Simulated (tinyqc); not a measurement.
From results back to parameters: Slater-Koster d bands of a bcc metal. Two cases, with inputs chosen for the exercise.

Problem. In a bcc d band E(t2g) = +/-((8/3) dds + (16/9) ddp + (32/9) ddd) + f2 (4 ddp + 2 ddd) and E(eg) = +/-((16/3) ddp + (8/3) ddd) + f2 (3 dds + 3 ddd), with + at Gamma and - at H = (1,0,0). ddd is given; the four levels come from hidden dds, ddp and f2.

Find: f2; dds, ddp.

Method. Half differences between Gamma and H give the first-neighbour parts and half sums the second. The eg half difference gives ddp and the t2g one dds. Since 4 ddp + 2 ddd is 3/4 of (16/3) ddp + (8/3) ddd, f2 is 4/3 of the ratio of the t2g half sum to the eg half difference; the eg half sum then serves as a check. Without ddd these four levels would not fix the three integrals.

Case 1.

Values chosen (out of a larger set: of the size met in Ta; not measured data): ddd = -0.227 eV (dd delta).

levels (eV): t2g Gamma -2.00668, eg Gamma 0.47216, t2g H 4.35776, eg H -5.44250

Solution.

f2 = 0.530

dds, ddp (eV): -1.336  0.668

Case 2.

Values chosen (out of a larger set: of the size met in Mo; not measured data): ddd = -0.085 eV (dd delta).

levels (eV): t2g Gamma -0.88672, eg Gamma 0.60418, t2g H 3.94172, eg H -5.66248

Solution.

f2 = 0.650

dds, ddp (eV): -1.212  0.630

Computed by tinyqc, one run a case: `OMP_NUM_THREADS=1 python tinyqc.py N N+1 out.jsonl` with N = 1452660, 1452679; one thread of a shared Intel(R) Xeon(R) Processor @ 2.30GHz, about 0.03 s a run at most.
